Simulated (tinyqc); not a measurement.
# Length offset and series resistance from crossing lines

Question. R_total = Rs + k (L - dL)/Vo with constant Rs, dL and k. Find k, dL and Rs.

R_total at (L, Vo) = (50, 0.3), (150, 0.3), (50, 0.91) and (150, 0.91), L in nm and Vo in V (ohm um): [638.73333, 1772.0667, 378.15385, 751.78022]

Solution. At each overdrive R is a straight line in L with slope k/Vo; the two lines cross at L = dL, R = Rs.

k = 3.400 ohm um V/nm
dL = 15.70 nm
Rs = 250.0 ohm um

tinyqc, about 0.03 s, one thread, Intel Xeon 2.30GHz (shared host): `OMP_NUM_THREADS=1 python tinyqc.py 2282254 2282255 out.jsonl`
